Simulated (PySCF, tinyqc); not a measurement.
Inside a calculation. Method: CISD on RHF in the sto-3g basis, for H4, spin multiplicity 1. The lowest restricted solution is unstable here: a spin-polarised one lies 0.2311 hartree lower (PySCF). One step of it, computed by the program tinyqc.

Question. CISD: roots. Diagonalise (each vector has its largest component positive (the first on a tie)); all determinants have Ms = 0, so triplets appear too. The lowest singlet root is the correlation energy.

Occupation strings over the orbitals (2 doubly, a alpha, b beta, 0 empty; spin orbitals ordered 1a 1b 2a 2b ...): 2200 aabb 2020 abab 2002 abba baab 0220 baba 0202 bbaa

H - E(HF) between determinants (hartree):
```
           2200       aabb       2020       abab       2002       abba       baab       0220
2200   0.000000  -0.037956   0.105713  -0.103405   0.151082   0.141361   0.141361   0.135549
aabb  -0.037956   0.368510   0.103405  -0.105713  -0.141361  -0.151082  -0.135549  -0.141361
2020   0.105713   0.103405   0.073919   0.045548   0.159825  -0.148953  -0.148953   0.143180
abab  -0.103405  -0.105713   0.045548   0.384884   0.148953  -0.159825  -0.143180   0.148953
2002   0.151082  -0.141361   0.159825   0.148953   0.454434  -0.007592  -0.007592   0.000000
abba   0.141361  -0.151082  -0.148953  -0.159825  -0.007592   0.464641   0.000000  -0.007592
baab   0.141361  -0.135549  -0.148953  -0.143180  -0.007592   0.000000   0.464641  -0.007592
0220   0.135549  -0.141361   0.143180   0.148953   0.000000  -0.007592  -0.007592   0.475775
baba  -0.103405  -0.101162   0.045548   0.000000   0.148953  -0.143180  -0.159825   0.148953
0202   0.101162   0.103405   0.000000   0.045548   0.143180  -0.148953  -0.148953   0.159825
bbaa  -0.037956   0.000000   0.103405  -0.101162  -0.141361  -0.135549  -0.151082  -0.141361

           baba       0202       bbaa
2200  -0.103405   0.101162  -0.037956
aabb  -0.101162   0.103405   0.000000
2020   0.045548   0.000000   0.103405
abab   0.000000   0.045548  -0.101162
2002   0.148953   0.143180  -0.141361
abba  -0.143180  -0.148953  -0.135549
baab  -0.159825  -0.148953  -0.151082
0220   0.148953   0.159825  -0.141361
baba   0.384884   0.045548  -0.105713
0202   0.045548   0.715035   0.103405
bbaa  -0.105713   0.103405   0.368510
```

Give: lowest roots of this matrix, relative to E(HF); lowest vectors; <S^2> of these roots; weight of the ground state by excitation level 0, 1, 2, ....

Answer.

lowest roots of this matrix, relative to E(HF) (hartree): -0.2328  -0.1754  -0.1250  0.3202  0.3634  0.3846  0.4662  0.4700

lowest vectors:
```
       root 1   root 2  root 3   root 4
2200   0.6961   0.4777  0.0000   0.3543
aabb   0.1195  -0.2171  0.4082   0.2321
2020  -0.5838   0.4522  0.0000   0.6267
abab   0.0950   0.2002  0.4082  -0.1986
2002   0.0247  -0.4503  0.0000   0.1988
abba  -0.2145   0.0169  0.4082  -0.0335
baab  -0.2145   0.0169  0.4082  -0.0335
0220   0.0298  -0.4159  0.0000   0.3159
baba   0.0950   0.2002  0.4082  -0.1986
0202  -0.1857   0.1284  0.0000  -0.3918
bbaa   0.1195  -0.2171  0.4082   0.2321
```

<S^2> of these roots: 0.0000  0.0000  6.0000  0.0000  2.0000  2.0000  0.0000  2.0000

weight of the ground state by excitation level 0, 1, 2, ...: 0.4846  0.0000  0.5154

The reference has a weight of only 0.48: one determinant is a poor start here. A root of higher spin lies below E(HF).
